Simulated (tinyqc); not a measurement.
# Schottky barrier on an n-type semiconductor with a doping step, non-linear Poisson equation by Newton steps, step by step

Computed by the program tinyqc: `OMP_NUM_THREADS=1 python tinyqc.py 2020072 2020073 out.jsonl`, one thread of a shared Intel Xeon 2.30GHz, about 0.1 s for the whole run. Printed values are rounded; ~0 in a residual or rate marks an entry under 1e-11 of the largest of its column.

One dimension, metal at x = 0, donor density C(x) = N1 for x < x1 and Nd beyond. Energies are counted from the electron Fermi level of the semiconductor and the conduction-band edge is Ec = -psi, so n = Nc exp(psi/Vt); holes follow the Fermi level of the metal, at -V, so p = Nv exp((V - psi - Eg)/Vt). Ends: psi(0) = V - phiB and psi = Vt ln(Nd/Nc) deep inside. Boltzmann statistics, full ionisation, no current, no image force in the Poisson equation.

Inputs (values chosen for the exercise); band and dielectric values those of a made-up semiconductor:

| symbol | value | unit | meaning |
|---|---|---|---|
| T | 300 | K | temperature |
| Eg | 1.27 | eV | band gap |
| eps_r | 14.8 |  | relative permittivity |
| Nc | 2.89e19 | cm^-3 | conduction-band density of states at T |
| Nv | 2.54e19 | cm^-3 | valence-band density of states at T |
| Nd | 7e15 | cm^-3 | donor density deep in the semiconductor |
| phiB | 0.68 | eV | barrier height |
| V | -2.7 | V | bias of the metal against the semiconductor |
| x1 | 550 | nm | depth of the doping step |
| N1 | 2.1e15 | cm^-3 | donor density above the step |

Constants: q = 1.602176634e-19 C, kB = 1.380649e-23 J/K, Vt = kB T/q, eps0 = 8.8541878128e-14 F/cm where lengths are in cm. Results are converted to the units shown.

## End potentials, built-in voltage, Debye length

psi_0 = V - phiB, psi_b = Vt ln(Nd/Nc), Vbi = phiB - Vt ln(Nc/Nd), LD = sqrt(eps0 eps_r Vt/(q Nd)), W = sqrt(2 eps0 eps_r (Vbi - V)/(q Nd)), hole density at the metal p_0 = Nv exp((phiB - Eg)/Vt).

psi_0 = -3.38 V
psi_b = -0.215236 V
Vbi = 0.464764 V
LD = 54.9602 nm
W for uniform Nd = 859.977 nm
p_0 = 3.11365e9 cm^-3

The hole density at the metal is 4.4e-7 times Nd, so holes hardly matter.

## Doping on the mesh

x, node 0 to 14 (nm): [0, 68, 145, 231, 328, 438, 561, 700, 856, 1030, 1230, 1450, 1710, 1990, 2310]

C = N1 for x < x1 and Nd beyond, taken at the nodes.

donor density C, node 0 to 14 (cm^-3): [2.1e15, 2.1e15, 2.1e15, 2.1e15, 2.1e15, 2.1e15, 7e15, 7e15, 7e15, 7e15, 7e15, 7e15, 7e15, 7e15, 7e15]

## Couplings between neighbouring nodes

a_i = eps0 eps_r/h_i for the interval from node i to i + 1, with h_i = x_(i+1) - x_i in cm.

coupling a_i, interval 0 to 13 (F/cm^2): [1.92709e-7, 1.70184e-7, 1.52374e-7, 1.35095e-7, 1.19129e-7, 1.06538e-7, 9.42748e-8, 8.40013e-8, 7.53115e-8, 6.55210e-8, 5.95645e-8, 5.04008e-8, 4.68007e-8, 4.09506e-8]

## Starting potential

The parabola psi_b - (psi_b - psi_0)(1 - x/W)^2 for x < W and psi_b beyond, with psi_0 = V - phiB, psi_b = Vt ln(Nd/Nc), W = sqrt(2 eps0 eps_r (psi_b - psi_0)/(q Nd)).

psi at the start, node 0 to 14 (V): [-3.38000, -2.89930, -2.40275, -1.90816, -1.42626, -0.97722, -0.59775, -0.32475, -0.21530, -0.21524, -0.21524, -0.21524, -0.21524, -0.21524, -0.21524]

## Iteration 1: densities, residual and Jacobian diagonal

n_i = Nc exp(psi_i/Vt), p_i = Nv exp((V - psi_i - Eg)/Vt), rho_i = p_i - n_i + C_i, g_i = (n_i + p_i)/Vt. Box widths w_i = (h_(i-1) + h_i)/2 in cm. Residual F_i = a_i (psi_(i+1) - psi_i) - a_(i-1) (psi_i - psi_(i-1)) + q rho_i w_i; Jacobian: a_(i-1) and a_i beside the diagonal, b_i = -a_(i-1) - a_i - q g_i w_i on it. The two end nodes are fixed.

```
node    n (cm^-3)    p (cm^-3)
0     4.77966e-38    3.11365e9
1     5.68607e-30      26.1731
2     1.24853e-21   1.19197e-7
3     2.54243e-13  5.85354e-16
4      3.16787e-5  4.69785e-24
5         1107.53  1.34373e-31
6       2.62551e9  5.66830e-38
7      1.01226e14  1.47019e-42
8      6.98170e15  2.13160e-44
9            7e15  2.12603e-44
10           7e15  2.12603e-44
11           7e15  2.12603e-44
12           7e15  2.12603e-44
13           7e15  2.12603e-44
14           7e15  2.12603e-44
```

```
node  residual F (C/cm^2)  diagonal b (F/cm^2)
1             -5.69173e-9          -3.62893e-7
2             -6.39829e-9          -3.22559e-7
3             -7.18336e-9          -2.87469e-7
4             -8.12544e-9          -2.54224e-7
5             -9.14603e-9          -2.25667e-7
6            -5.51056e-15          -2.00813e-7
7            -2.39219e-10          -1.87529e-7
8             -9.14041e-9          -8.73252e-7
9            -5.09657e-12          -9.52085e-7
10                     ~0          -1.03612e-6
11                     ~0          -1.15114e-6
12                     ~0          -1.26853e-6
13                     ~0          -1.38923e-6
```

## Iteration 1: Newton step

Solve the tridiagonal system a_(i-1) d_(i-1) + b_i d_i + a_i d_(i+1) = -F_i for nodes 1 to 13, with d = 0 on fixed nodes. Each component d is damped to sign(d) Vt ln(1 + |d|/Vt) before it is added.

Newton step d, before damping, node 1 to 13 (V): [-0.132079, -0.248194, -0.335891, -0.381631, -0.365296, -0.261182, -0.143525, -0.024441, -0.001947, -0.000124, -0.000006, 0.000000, 0.000000]
psi after iteration 1, node 0 to 14 (V): [-3.38000, -2.94609, -2.46379, -1.97637, -1.49755, -1.04745, -0.65998, -0.37335, -0.23251, -0.21711, -0.21536, -0.21524, -0.21524, -0.21524, -0.21524]

## Iteration 2: densities, residual and Jacobian diagonal

As before.

```
node    n (cm^-3)    p (cm^-3)
0     4.77966e-38    3.11365e9
1     9.30765e-31      159.892
2     1.17780e-22   1.26356e-6
3     1.81695e-14  8.19076e-15
4      2.00979e-6  7.40484e-23
5         73.1998  2.03309e-30
6       2.36470e8  6.29349e-37
7      1.54502e13  9.63238e-42
8      3.58877e15  4.14687e-44
9      6.50969e15  2.28616e-44
10     6.96672e15  2.13618e-44
11     6.99827e15  2.12655e-44
12     6.99993e15  2.12605e-44
13     7.00000e15  2.12603e-44
14           7e15  2.12603e-44
```

```
node  residual F (C/cm^2)  diagonal b (F/cm^2)
1             8.99572e-10          -3.62893e-7
2             -5.06716e-9          -3.22559e-7
3             -6.50554e-9          -2.87469e-7
4             -7.58359e-9          -2.54224e-7
5             -8.41964e-9          -2.25667e-7
6             4.33159e-10          -2.00813e-7
7              1.31482e-9          -1.79688e-7
8             -1.65350e-9          -5.26296e-7
9             4.24577e-10          -8.95261e-7
10            4.00468e-12          -1.03179e-6
11            1.57789e-14          -1.15089e-6
12            3.68811e-17          -1.26852e-6
13                     ~0          -1.38923e-6
```

## Iteration 2: Newton step

As before.

Newton step d, before damping, node 1 to 13 (V): [-0.087366, -0.191581, -0.274723, -0.320344, -0.308420, -0.216058, -0.116275, -0.021897, -0.001374, -0.000084, -0.000004, 0.000000, 0.000000]
psi after iteration 2, node 0 to 14 (V): [-3.38000, -2.98427, -2.51884, -2.03979, -1.56463, -1.11362, -0.71779, -0.41741, -0.24837, -0.21845, -0.21544, -0.21525, -0.21524, -0.21524, -0.21524]

## Iteration 3: densities, residual and Jacobian diagonal

As before.

```
node    n (cm^-3)    p (cm^-3)
0     4.77966e-38    3.11365e9
1     2.12529e-31      700.244
2     1.40036e-23   1.06274e-5
3     1.56273e-15  9.52320e-14
4      1.50080e-7  9.91615e-22
5         5.66114  2.62883e-29
6       2.52706e7  5.88912e-36
7      2.81028e12  5.29563e-41
8      1.94302e15  7.65932e-44
9      6.18119e15  2.40766e-44
10     6.94426e15  2.14309e-44
11     6.99710e15  2.12691e-44
12     6.99988e15  2.12606e-44
13     7.00000e15  2.12603e-44
14           7e15  2.12603e-44
```

```
node  residual F (C/cm^2)  diagonal b (F/cm^2)
1              5.38642e-9          -3.62893e-7
2             -3.47161e-9          -3.22559e-7
3             -5.72352e-9          -2.87469e-7
4             -6.98214e-9          -2.54224e-7
5             -7.63689e-9          -2.25667e-7
6             8.38666e-10          -2.00813e-7
7              2.41720e-9          -1.78533e-7
8              1.42227e-9          -3.58003e-7
9             3.97238e-10          -8.57190e-7
10            2.04922e-12          -1.02886e-6
11            7.24536e-15          -1.15071e-6
12            1.68067e-17          -1.26851e-6
13                     ~0          -1.38922e-6
```

## Iteration 3: Newton step

As before.

Newton step d, before damping, node 1 to 13 (V): [-0.050018, -0.138306, -0.214129, -0.257285, -0.247615, -0.165119, -0.080789, -0.015167, -0.000873, -0.000054, -0.000003, 0.000000, 0.000000]
psi after iteration 3, node 0 to 14 (V): [-3.38000, -3.01210, -2.56663, -2.09740, -1.62650, -1.17460, -0.76948, -0.45404, -0.26030, -0.21931, -0.21550, -0.21525, -0.21524, -0.21524, -0.21524]

## Course of the Newton iteration

Stop when the largest undamped |d| is below 1e-9 V, or after 80 iterations.

Course of the iteration:
```
iteration  largest |F| (C/cm^2)  largest |d| (V)  at node
1                       9.15e-9            0.382        4
2                       8.42e-9            0.320        4
3                       7.64e-9            0.257        4
4                       7.35e-9            0.197        4
5                       6.58e-9            0.141        4
6                       4.56e-9           0.0931        4
7                       3.45e-9           0.0536        4
8                       2.17e-9           0.0246        4
9                      9.03e-10          7.31e-3        4
10                     1.44e-10          8.73e-4        4
11                     2.91e-12          1.44e-5        4
12                     9.31e-16          4.02e-9        4
13                      < 1e-21          < 1e-13        4
```

Converged in 13 iterations. Once the step is below 0.1 Vt, 3 more iteration(s) reach the threshold: near the solution the error is roughly squared each time.

## Converged densities, field and barrier lowering

converged psi, node 0 to 14 (V): [-3.38000, -3.03462, -2.65785, -2.25505, -1.82351, -1.36337, -0.88565, -0.50162, -0.26755, -0.21970, -0.21552, -0.21525, -0.21524, -0.21524, -0.21524]

n and p as above; E_i = -(psi_(i+1) - psi_i)/h_i; at the metal |E_0| = |E on interval 0| + q rho_0 (h_0/2)/(eps0 eps_r), rho_0 = p_0 - n_0 + C_0; image-force lowering dphi = sqrt(q |E_0|/(4 pi eps0 eps_r)).

```
node    n (cm^-3)    p (cm^-3)
0     4.77966e-38    3.11365e9
1     3.03095e-32      4910.08
2     6.47003e-26   0.00230017
3     3.78187e-19  3.93514e-10
4     6.71740e-12  2.21547e-17
5      3.60752e-4  4.12533e-25
6         38255.0  3.89026e-33
7      1.08170e11  1.37582e-39
8      9.25328e14  1.60832e-43
9      5.88886e15  2.52718e-44
10     6.92331e15  2.14958e-44
11     6.99600e15  2.12724e-44
12     6.99984e15  2.12608e-44
13     6.99999e15  2.12603e-44
14           7e15  2.12603e-44
```

field E, interval 0 to 13 (kV/cm): [-50.7916, -48.9302, -46.8376, -44.4883, -41.8309, -38.8397, -27.6280, -15.0044, -2.7496, -0.2092, -0.0123, -0.0005, 0.0000, 0.0000]
|E_0| at the metal = 51.6646 kV/cm
image-force lowering = 22.4203 mV

A mesh of about 1000 nodes or more gives |E_0| = 50.26 kV/cm; the 15-node value is 2.8 % above it.
